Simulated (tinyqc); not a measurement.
Round or elliptic silicon nanowire with anisotropic valleys (Ritz method): one step. Lowest level in this basis. Four cases, with inputs chosen for the exercise.

Question. Solve H p = E S p for the wire level; give E, the ratios p2/p1 and p3/p1, and H11/S11.

Give: E; ratios; one function.

Case 1.

S, lower triangle:
```
              1         u^2         v^2
1    1.04719755
u^2  0.13089969  0.03926991
v^2  0.13089969  0.01308997  0.03926991
```

H (meV), lower triangle:
```
              1        u^2        v^2
1    153.225429
u^2   25.537572  33.014865
v^2   25.537572   3.192196  11.675885
```

Answer.

E = 136.1 meV

ratios: -0.22  -1.17

one function = 146.3 meV

The two added functions lower the level by 10.3 meV (7.0 %), mostly by narrowing the state along v, the direction in which the stretched ellipse is long.

Case 2.

S, lower triangle:
```
              1         u^2         v^2
1    1.04719755
u^2  0.13089969  0.03926991
v^2  0.13089969  0.01308997  0.03926991
```

H (meV), lower triangle:
```
              1        u^2        v^2
1    112.898074
u^2   18.816346  14.144657
v^2   18.816346   2.352043  18.783948
```

Answer.

E = 103.8 meV

ratios: -0.49  -0.32

one function = 107.8 meV

The two added functions lower the level by 4.1 meV (3.8 %), mostly by narrowing the state along u, the direction in which the stretched ellipse is long.

Case 3.

S, lower triangle:
```
              1         u^2         v^2
1    1.04719755
u^2  0.13089969  0.03926991
v^2  0.13089969  0.01308997  0.03926991
```

H (meV), lower triangle:
```
              1        u^2        v^2
1    456.850594
u^2   76.141766  68.929254
v^2   76.141766   9.517721  64.318836
```

Answer.

E = 420.5 meV

ratios: -0.37  -0.41

one function = 436.3 meV

The two added functions lower the level by 15.7 meV (3.6 %); the two ratios are close, as the stretched shape is nearly a circle.

Case 4.

S, lower triangle:
```
              1         u^2         v^2
1    1.04719755
u^2  0.13089969  0.03926991
v^2  0.13089969  0.01308997  0.03926991
```

H (meV), lower triangle:
```
              1        u^2       v^2
1    102.636974
u^2   17.106162  20.520435
v^2   17.106162   2.138270  9.415349
```

Answer.

E = 93.0 meV

ratios: -0.25  -0.82

one function = 98.0 meV

The two added functions lower the level by 5.0 meV (5.1 %), mostly by narrowing the state along v, the direction in which the stretched ellipse is long.

Computed by tinyqc, one run a case: `OMP_NUM_THREADS=1 python tinyqc.py N N+1 out.jsonl` with N = 1281593, 1281877, 1281892, 1282140; one thread of a shared Intel(R) Xeon(R) Processor @ 2.30GHz, about 0.07 s a run at most.
